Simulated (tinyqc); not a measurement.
What each parameter does: Tamm state at the end of a one-band chain.

A half-infinite chain with site energy 0 and hopping -t, band E = -2t cos(ka); the end site has energy D. The surface Green function of the unperturbed half chain is g = (E -/+ sqrt(E^2 - 4t^2))/(2t^2), the root with |t g| <= 1 and Im g <= 0, and with the shift G = g/(1 - D g).

Inputs chosen for the exercise:
```
symbol  value  unit      meaning
t       1.1    eV        hopping
D       -1.79  eV        shift of the end site
a       3.4    angstrom  spacing
E       1.1    eV        energy in the band
```

E = D + t^2/D, weight 1 - (t/D)^2, decay length -a/ln|t/D|, surface density -Im G/pi at E.

One parameter was then changed.

Results before and after:
```
case     bound level (eV)  weight  decay (angstrom)  density (1/eV)
base              -2.4660  0.6224             6.983          0.0475
changed           -2.4660  0.6224             7.681          0.0475
```

Which of these changes was made? (a) a = 3.74 angstrom; (b) t = 1.155 eV; (c) D = -2.148 eV; (d) E = 0.55 eV.
Answer: (a) a = 3.74 angstrom. Of the candidates, run in turn, only this one gives the changed row.

All candidates:
```
case               bound level (eV)  weight  decay (angstrom)  density (1/eV)
base                        -2.4660  0.6224             6.983          0.0475
t = 1.155 eV                -2.5353  0.5837             7.761          0.0497
D = -2.148 eV               -2.7113  0.7377             5.080          0.0370
a = 3.74 angstrom           -2.4660  0.6224             7.681          0.0475
E = 0.55 eV                 -2.4660  0.6224             6.983          0.0628
```

(tinyqc, `OMP_NUM_THREADS=1 python tinyqc.py 1480193 1480194 out.jsonl`, Intel(R) Xeon(R) Processor @ 2.30GHz, 1 thread, shared host, about 0.01 s.)
